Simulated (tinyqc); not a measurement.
Inside a calculation: density of states of one tight-binding band on the simple cubic lattice. Values are carried at full precision from step to step, so a last printed digit may differ when a step is redone from the rounded ones.

E(k) = -2 t (c1 + c2 + c3) - 4 t2 (c1 c2 + c2 c3 + c3 c1) with ci = cos(2 pi ki); k in fractions of the reciprocal vectors, mesh k_i = j/N with j = 0 .. N-1. Densities are per cell and per spin, so the band holds one state.

Values chosen for the exercise:
- t = 1.14 eV (nearest hopping)
- t2 = 0.05 eV (second hopping)
- N = 6 (mesh points along each axis)
- bins = 8 (bins of the histogram)
- E_lo = -7.513 eV (lower end of the histogram)
- E_hi = 6.317 eV (upper end)
- E = -4.45 eV (energy at which the density is wanted)
- sigma = 0.342 eV (Gaussian width)

## Energies on the mesh

Evaluate the band at all 216 points and collect equal values.

Distinct energies:
```
E_k (eV)  points
-7.4400        1
-6.1000        6
-4.8100       12
-3.5700        8
-3.4200        6
-2.2300       24
-2.0800        3
-1.0900       24
-0.9400       12
0.1500        24
1.1900        24
1.3400        12
2.3300        24
2.4800         3
3.2700         8
3.4200         6
4.3100        12
5.3000         6
6.2400         1
```

The 216 points give 19 distinct energies between -7.4400 and 6.2400 eV; a dense mesh gives a band from -7.440 to 6.240 eV.

## Histogram

Count the points in equal bins from E_lo to E_hi; g = count/(all points x bin width).

Histogram:
```
from (eV)  to (eV)  points  g (1/eV)
-7.5130    -5.7843       7    0.0187
-5.7843    -4.0555      12    0.0321
-4.0555    -2.3268      14    0.0375
-2.3268    -0.5980      63    0.1687
-0.5980     1.1307      24    0.0643
1.1307      2.8595      63    0.1687
2.8595      4.5883      26    0.0696
4.5883      6.3170       7    0.0187
```

Empty bins: 0 of 8; the fullest holds 63 points.

## Gaussian broadening at one energy

Gaussian broadening: g(E) = mean over the mesh of exp(-(E - E_k)^2/(2 sigma^2))/(sigma sqrt(2 pi)), n(E) = mean of erfc((E_k - E)/(sigma sqrt 2))/2.

Sum over the distinct energies with their counts.

n(E) = 0.0801
g(E) = 0.0392 1/eV

## One tetrahedron of the mesh

For corner energies e1 <= e2 <= e3 <= e4 and eij = ei - ej, the share of the tetrahedron below E is n = (E - e1)^3/(e21 e31 e41) for e1 < E < e2; n = [e21^2 + 3 e21 x + 3 x^2 - (e31 + e42) x^3/(e32 e42)]/(e31 e41) with x = E - e2 for e2 < E < e3; n = 1 - (e4 - E)^3/(e41 e42 e43) for e3 < E < e4; its density of states is g = dn/dE.

corner energies, sorted (eV): [-4.8100, -3.5700, -2.2300, -1.0900]

Find its share below E and its density of states at E.

n = 0.0039
g = 0.0327 1/eV

E lies between corners 1 and 2.

## Sum over all linear tetrahedra

Each cube of the mesh, corners numbered 0 to 7 as the binary number (i j l), is cut into six tetrahedra around the diagonal 0-7: 0137, 0157, 0237, 0267, 0457, 0467. For corner energies e1 <= e2 <= e3 <= e4 and eij = ei - ej, the share of the tetrahedron below E is n = (E - e1)^3/(e21 e31 e41) for e1 < E < e2; n = [e21^2 + 3 e21 x + 3 x^2 - (e31 + e42) x^3/(e32 e42)]/(e31 e41) with x = E - e2 for e2 < E < e3; n = 1 - (e4 - E)^3/(e41 e42 e43) for e3 < E < e4; its density of states is g = dn/dE.

Average n and g over all pieces of the mesh. The reference uses the same method with N = 36.

n(E) = 0.0540
g(E) = 0.0402 1/eV
reference n(E) = 0.070
reference g(E) = 0.042 1/eV

On this mesh the linear method errs by -0.002 1/eV in g and -0.016 in n; the Gaussian sum erred by -0.003 and +0.010.

## Checks

- States below the top of the band by the linear method against one: both 1.000000.

Program tinyqc; command `OMP_NUM_THREADS=1 python tinyqc.py 1651511 1651512 out.jsonl`; about 0.3 s on one thread of a shared Intel(R) Xeon(R) Processor @ 2.30GHz.
